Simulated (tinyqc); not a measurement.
Threshold of a short bulk MOSFET: charge sharing, barrier lowering, narrow width: one step of the calculation.

n-channel device on a p-type body, depletion approximation, full ionisation. Uniform doping N = Na. Vbi from Boltzmann statistics is rough for the degenerate source. Cox = eps0 eox/tox.

Problem. Long-channel threshold and scales. ni = sqrt(Nc Nv) exp(-Eg/(2 Vt)), Eg in volts; 2 pB = 2 Vt ln(N/ni); flat band Vfb - Vt ln(N/Na); Wd = sqrt(2 eps0 eps_r (2 pB - Vbs)/(q N)); body term q N Wd/Cox; long-channel VT0 = flat band + 2 pB + body term; Vbi = Vt ln(N Nsd/ni^2); scale length l = sqrt((eps_r/eox) tox Wd).

Values chosen for this exercise; band and dielectric values close to those of silicon:

| symbol | value | unit | meaning |
|---|---|---|---|
| T | 300 | K | temperature |
| Eg | 1.11 | eV | band gap |
| eps_r | 11.7 |  | relative permittivity |
| Nc | 2.78e19 | cm^-3 | conduction-band density of states at T |
| Nv | 2.63e19 | cm^-3 | valence-band density of states at T |
| eox | 3.9 |  | relative permittivity of the gate insulator (close to silicon dioxide) |
| tox | 2.2 | nm | insulator thickness |
| Na | 1.6e18 | cm^-3 | channel doping |
| Nsd | 1e20 | cm^-3 | source and drain doping |
| Vfb | -0.92 | V | flat-band voltage for the doping Na |
| Vbs | -0.5 | V | body-source voltage |

Constants: q = 1.602176634e-19 C, kB = 1.380649e-23 J/K, Vt = kB T/q, eps0 = 8.8541878128e-14 F/cm where lengths are in cm. Results are converted to the units shown.

Wanted: N; 2 pB; flat band; Wd; body term; VT0; Vbi; l.

Solution.

N = 1.600e18 cm^-3
2 pB = 0.9638 V
flat band = -0.9200 V
Wd = 34.40 nm
body term = 0.5618 V
VT0 = 0.6056 V
Vbi = 1.071 V
l = 15.07 nm

Numbers from tinyqc (`OMP_NUM_THREADS=1 python tinyqc.py 2002167 2002168 out.jsonl`; about 0.01 s on one thread of a shared Intel Xeon 2.30GHz).
